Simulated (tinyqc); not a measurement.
Worked calculation: plane-wave Kohn-Sham cycle with exchange-only LDA in a layered model solid. One step of it, computed by the program tinyqc.

Question. Iteration 2: Hamiltonian at one k. H(m,m') = (k + G_m)^2/2 delta + V(G_m - G_m'), with V(-G) = V(G).

A solid whose potential varies along x alone (atomic units):
```
parameter                      value
period a                    7.700000
cross-section of the cell  34.000000
electrons per cell                 2
grid points                       16
plane waves -n..n, n               3
k points                           3
V1 in V1 cos(2 pi x/a)     -0.340000
V2 in V2 cos(4 pi x/a)      0.190000
```

V(G_m), m = 0, 1, 2, ... (hartree): -0.192811  -0.157318  0.095210  0.000544  0.000011  -0.000016  0.000003

k = 0.000000 2 pi / a

Give: H.

Answer.

H (hartree):
```
         -3       -2       -1       +0       +1       +2       +3
-3   2.8035  -0.1573   0.0952   0.0005   0.0000   0.0000   0.0000
-2  -0.1573   1.1389  -0.1573   0.0952   0.0005   0.0000   0.0000
-1   0.0952  -0.1573   0.1401  -0.1573   0.0952   0.0005   0.0000
+0   0.0005   0.0952  -0.1573  -0.1928  -0.1573   0.0952   0.0005
+1   0.0000   0.0005   0.0952  -0.1573   0.1401  -0.1573   0.0952
+2   0.0000   0.0000   0.0005   0.0952  -0.1573   1.1389  -0.1573
+3   0.0000   0.0000   0.0000   0.0005   0.0952  -0.1573   2.8035
```
